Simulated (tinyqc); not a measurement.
Tersoff bond-order potential: one step, computed by the program tinyqc. Command: `OMP_NUM_THREADS=1 python tinyqc.py 3021520 3021521 out.jsonl tersoff walk`. One thread of a shared host (Intel(R) Xeon(R) Processor @ 2.30GHz), about 0.01 s of CPU time with the checks.

E = (1/2) sum_(i, j != i) [A exp(-lambda r_ij) - b_ij B exp(-mu r_ij)], b_ij = (1 + (beta zeta_ij)^n)^(-1/(2n)), zeta_ij = sum_(k != i, j) g(theta_ijk), g = 1 + c^2/d^2 - c^2/(d^2 + (h - cos theta)^2), with theta at atom i. Only nearest neighbours count (cut-off function 1 for them, 0 beyond).

Question. Unrelaxed vacancy. Each of the four neighbours loses one bond; its three other bonds now have zeta = 2 g, for the direction that starts at it. E_v = -E + 12 x (1/2)(b(3g) - b(2g)) B exp(-mu r), where -E is the pair-like cost.

Inputs (values chosen for the exercise, modelled on germanium):

| quantity | value | unit |
|---|---|---|
| B | 413.86 | eV |
| mu | 1.7047 | 1/angstrom |
| beta | 8.55e-07 | - |
| n | 0.7572 | - |

zeta = 5719.320

energy per atom of the diamond lattice = -3.783497 eV

bond order b = 0.9884191

bond length = 2.453057 angstrom

Give: b(2g); unrelaxed vacancy energy E_v.

Answer.

b(2g) = 0.99145

unrelaxed vacancy energy E_v = 3.6686 eV

Stronger back bonds return 0.115 eV, so E_v is 97 % of the cohesive energy.
